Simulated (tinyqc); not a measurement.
Bias-temperature instability, empirical power law with universal recovery: two steps of the calculation.

Threshold-voltage shift at the end of a stress: dV = A (V/V0)^g exp[-(Ea q/kB)(1/T - 1/T0)] (t/1 s)^n. After a delay tr the permanent share pp stays and the rest falls by r = 1/(1 + B (tr/t)^be). An empirical model: its parameters are fits, not properties.

Parameters, values chosen for the exercise: reference stress voltage V0 = 1.5 V; reference temperature T0 = 373 K; shift after 1 s at V0 and T0 A = 6.8 mV; time exponent n = 0.17; voltage exponent g = 4.2; apparent activation energy of the shift Ea = 0.19 eV; permanent share pp = 0.16; recovery scale B = 3.9; recovery dispersion be = 0.18; use voltage V = 0.72 V; use temperature T = 328 K; failure criterion dc = 30 mV; delay before the measurement tr = 0.1 s.

Constants: q = 1.602176634e-19 C, kB = 1.380649e-23 J/K. Results are converted to the units shown.

Problem 1. Shift and lifetime at use conditions. The lifetime solves dV = dc; ten years are 3.15576e8 s.

Give: voltage factor; temperature factor; shift after ten years; lifetime; largest voltage for ten years.

Solution 1.

voltage factor = 0.04584
temperature factor = 0.4444
shift after ten years = 3.858 mV
lifetime = 1.737e6 years
largest voltage for ten years = 1.173 V

The device passes: the shift at ten years is below dc. A lifetime beyond 100 years is a far extrapolation of the power law. In time the voltage exponent is g/n = 24.7 and the activation energy Ea/n = 1.12 eV.

Problem 2. What a delayed measurement sees. At V0 and T0, measured shift = dV [pp + (1 - pp) r]; the apparent exponent is the slope of ln(shift) against ln t between the first and last point.

t, point 0 to 2 (s): 1  10  100

Give: dV; share left; measured; apparent n.

Solution 2.

```
point	dV (mV)	share left	measured (mV)
0	6.8000	0.39485	2.6850
1	10.058	0.47083	4.7356
2	14.877	0.55534	8.2616
```

apparent n = 0.24406

The delay hides 44.5 % of the last shift and raises the exponent from 0.17 to 0.244, since short stresses recover by a larger share.

Computed by the program tinyqc: `OMP_NUM_THREADS=1 python tinyqc.py 2070126 2070127 out.jsonl`, one thread of a shared Intel Xeon 2.30GHz, about 0.01 s for the whole run.
